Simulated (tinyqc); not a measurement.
# Worked calculation: square on-chip spiral inductor, lumped pi model

tinyqc, about 0.01 s, one thread, Intel Xeon 2.30GHz (shared host): `OMP_NUM_THREADS=1 python tinyqc.py 2302182 2302183 out.jsonl` Printed values are rounded.

Outer diameter do = di + 2 n wd + 2 (n - 1) sp, mean da = (do + di)/2, fill p = (do - di)/(do + di), length l = 4 n da. L = 2.34 mu0 n^2 da/(1 + 2.75 p), mu0 = 4 pi 1e-7 H/m. Rs = rho l/(wd delta (1 - exp(-th/delta))), delta = sqrt(rho/(pi f mu0)). Cs = n wd^2 eps0 eo/hu across the coil. At each end Cox = l wd eps0 eo/(2 ho) leads to the substrate branch Rsi = 2 rs he/(l wd) in parallel with Csi = l wd eps0 11.7/(2 he). With one end grounded Y = 1/(Rs + i w L) + i w Cs + 1/[1/(i w Cox) + 1/(1/Rsi + i w Csi)], w = 2 pi f; Q = -Im Y/Re Y. Eddy currents in neighbouring turns and in the substrate are left out.

Parameters, values chosen for the exercise; values of the order met in silicon radio-frequency processes: number of turns n = 5.5; line width wd = 15 um; space between turns sp = 1.5 um; inner diameter di = 80 um; metal thickness th = 2 um; metal resistivity rho = 1.9 uohm cm; oxide below the coil ho = 6.6 um; oxide between coil and underpass hu = 1 um; relative permittivity of the oxide eo = 4.1; substrate resistivity rs = 20 ohm cm; effective spreading depth in the substrate he = 80 um; frequency f = 1.2 GHz.

Constants: eps0 = 8.8541878128e-12 F/m. Results are converted to the units shown.

## Geometry and model elements

do, l, L, delta, Rs, Cs, Cox, Rsi and Csi as defined.

do = 258.5 um
l = 3723.50 um
L = 6.14451 nH
delta = 2.00266 um
Rs = 3.72858 ohm
Cs = 44.9239 fF
Cox = 153.604 fF
Rsi = 572.938 ohm
Csi = 36.1624 fF

Rs is 1.58 times the direct-current value in this empirical form, which overstates the skin effect of a flat slab when delta is near th and so stands in for some current crowding.

## Admittance, quality factor and apparent inductance

Series branch 1/(Rs + i w L), substrate branch, total Y, Q = -Im Y/Re Y, apparent inductance Im(1/Y)/w, metal-only value w L/Rs, share of the loss in the substrate Re(substrate branch)/Re Y.

series branch = 1.7260-21.4461i mS
substrate branch = 0.459615+0.781370i mS
Y = 2.1856-20.3260i mS
Q = 9.29987
apparent inductance = 6.45052 nH
w L/Rs = 12.4253
share of the loss in the substrate = 21.0291 %

Q is 74.8 % of the metal-only value.
